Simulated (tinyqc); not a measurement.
Inside a calculation. Model: space-charge-limited current through a thin insulating or semi-insulating film with traps. Computed by tinyqc, a small Python program that keeps every step. Command: `OMP_NUM_THREADS=1 python tinyqc.py 3000848 3000849 out.jsonl sclc walk`. One thread of a shared host (Intel(R) Xeon(R) Processor @ 2.30GHz), about 0.01 s of CPU time with the checks. Intermediate numbers are printed to about 5 digits and carried at full precision; extremes and crossings named in words are read from the listed rows.

One ohmic injecting contact at x = 0 (field zero), drift only, non-degenerate free carriers.

Inputs (values chosen for the exercise, modelled on HfO2):

| quantity | value | unit |
|---|---|---|
| permittivity eps | 22 | - |
| band mobility mu | 0.044 | cm^2/(V s) |
| effective density of states N_c | 9.7e+19 | 1/cm^3 |
| trap density N_t | 2.1e+17 | 1/cm^3 |
| equilibrium Fermi level below the band edge, E_0 | 0.74 | eV |
| thickness d | 470 | nm |
| free density at the anode, in units of N_c | 0.00036 | - |
| temperature T | 350 | K |
| trap level E_t below the band edge | 0.47 | eV |

Traps: single level.

Constants: k_B = 8.617333262e-05 eV/K; e = 1.602176634e-19 C; eps_0 = 8.8541878128e-12 F/m.

## Equilibrium and landmark voltages

Free density n_0 = N_c exp(-E_0/k_B T) in equilibrium; trapped density n_t(n) = N_t/(1 + n_1/n), n_1 = N_c exp(-E_t/k_B T). theta = n/(n + n_t) at the anode density; trap-filled-limit voltage V_TFL = e (N_t - n_t(n_0)) d^2/(2 eps eps_0).

n_0 = 2.1441e+09 1/cm^3

n_t(n_0) = 2.7185e+13 1/cm^3

theta = 0.14264

V_TFL = 19.075 V

## One point of the curve

J = e mu n F and (eps eps_0/e) dF/dx = n - n_0 + n_t(n) - n_t(n_0) = rho(n). With F = J/(e mu n): d = (eps eps_0 J/(e^2 mu)) I_1 and V = (eps eps_0 J^2/(e^3 mu^2)) I_2, I_k = int_(n_L)^infinity dn/(n^(k+1) rho(n)), n_L the density at the anode; with u = n_L/n, 200 Gauss-Legendre points in t, u = 1 - (1 - t)^2. Anode field J/(e mu n_L); Mott-Gurney current (9/8) eps eps_0 mu V^2/d^3; ohmic current e n_0 mu V/d.

I_1 = 9.2225e-35 cm^6

I_2 = 1.5141e-51 cm^9

current density J = 295.50 A/cm^2

voltage V = 32.343 V

anode field over mean field V/d = 1.7443

trap-free Mott-Gurney current = 971.52 A/cm^2

ohmic current = 1.0401e-05 A/cm^2

J is 0.304 times the trap-free law and 2.84e7 times the ohmic current; theta is 0.143. The field ratio is 1 for ohmic flow, 3/2 for the square law and 2 for a uniform fixed charge; here 1.74.

## The whole curve

The last column is d ln J/d ln V up to the next row.

Current against voltage:

| n_L (1/cm^3) | V (V) | J (A/cm^2) | slope |
|---|---|---|---|
| 2.30e+09 | 2.1140e-03 | 9.0288e-10 | 1.693 |
| 1.60e+10 | 4.5139e-02 | 1.6063e-07 | 1.979 |
| 1.20e+11 | 3.5830e-01 | 9.6934e-06 | 2.062 |
| 8.50e+11 | 2.3097e+00 | 4.5211e-04 | 2.441 |
| 6.10e+12 | 9.6464e+00 | 1.4807e-02 | 4.724 |
| 4.40e+13 | 1.6949e+01 | 2.1224e-01 | 18.187 |
| 3.20e+14 | 1.9064e+01 | 1.8026e+00 | 25.866 |
| 2.30e+15 | 2.0625e+01 | 1.3797e+01 | 8.560 |
| 1.70e+16 | 2.6632e+01 | 1.2305e+02 | 3.519 |
| 1.20e+17 | 5.5478e+01 | 1.6274e+03 | 2.309 |
| 8.70e+17 | 2.3971e+02 | 4.7773e+04 | 2.050 |
| 6.30e+18 | 1.5558e+03 | 2.2112e+06 | - |

The slope starts at 1.69, peaks at 25.9 between 19.1 and 20.6 V and ends at 2.05. Rows below 0.30 V (10 k_B T/e) are formal, since diffusion from the contact rules there. Self-heating is left out, although J V exceeds 1e5 W/cm^2 at the last row. Rows above 141 V are formal, since the mean field exceeds 3 MV/cm and breakdown sets in. The steep part is the filling of the level near V_TFL = 19.1 V, from which N_t can be read; below it a slope near 2, where the rows show one, belongs to the square law scaled by theta.

Checks made by the program: trap-free limit against the Mott-Gurney law (relative difference 5e-08).
